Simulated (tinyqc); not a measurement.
bcc against fcc: Finnis-Sinclair potential for a bcc metal: fit to cohesion and elasticity, then vacancy, surfaces and structure. Computed by tinyqc, a small Python program. Command: `OMP_NUM_THREADS=1 python tinyqc.py 3112292 3112293 out.jsonl fsfit walk`. One thread of a shared host (Intel(R) Xeon(R) Processor @ 2.30GHz), about 0.01 s of CPU time with the checks.

E = (1/2) sum V(r) - A sqrt(rho), rho = sum phi(r), phi = (r - d)^2 for r < d, V = (r - c)^2 (c0 + c1 r + c2 r^2) for r < c. In bcc the 8 first neighbours lie at sqrt(3) a/2 and the 6 second at a; both cut-offs lie below the third shell; Omega = a^3/2; E is per atom and z the number of atoms in a shell. The four constants A, c0, c1, c2 are fitted to E_c, zero pressure, B and C12 - C44 alone, so C44 and C11 - C12 are not matched singly; defects are unrelaxed.

Inputs (values chosen for the exercise, modelled on tantalum):
```
quantity             value      unit
lattice constant a   3.306  angstrom
cohesive energy E_c   8.19        eV
target C11             260       GPa
target C12             161       GPa
target C44            80.4       GPa
density cut-off d/a   1.24         -
pair cut-off c/a     1.264         -
```

Constants: 1 eV/angstrom^3 = 160.2176634 GPa.

Method:
- rho = sum z phi, rho1 = sum z r phi', rho2 = sum z r^2 phi''. At zero pressure the effective pair part V + 2 F' phi obeys C12 = C44, so C12 - C44 = F'' (rho1/3)^2/Omega with F'' = A/(4 rho^(3/2)); this gives A.
- With v_k = (r - c)^2 r^k the rows are (1/2) sum z v_k, (1/2) sum z r v_k' and (1/2) sum z r^2 v_k''. With rho1 = sum z r phi' and rho2 = sum z r^2 phi'' the right-hand sides are: -E_c + A sqrt(rho) (cohesion); A rho1/(2 sqrt(rho)) (zero pressure); 9 B Omega + A [rho2/(2 sqrt(rho)) - rho1^2/(4 rho^(3/2))] with B = (C11 + 2 C12)/3.
- Solve the three equations.
- E of each lattice against the volume per atom, as a multiple of Omega; all neighbours inside the cut-offs are summed.

c0, c1, c2 (eV/angstrom^2, eV/angstrom^3, eV/angstrom^4): 1.43965  -0.12288  -0.08916

A = 2.69860 eV/angstrom

Energies (eV/atom):
```
V/Omega      bcc      fcc  fcc less bcc (meV)
0.80     -7.6468  -7.4893              157.48
0.84     -7.8577  -7.6571              200.63
0.88     -8.0112  -7.7858              225.35
0.92     -8.1139  -7.8843              229.58
0.96     -8.1718  -7.9601              211.68
1.00     -8.1900  -8.0117              178.29
1.05     -8.1640  -8.0387              125.31
1.10     -8.0911  -8.0197               71.43
1.20     -7.8311  -7.8648              -33.64
```

What follows from these numbers?

The lowest fcc row, at V/Omega = 1.05, lies +151 meV from the bcc minimum: the fit keeps bcc stable, though nothing in it asked for that.

Extremes, crossings and ranges named in words are read from the listed rows.
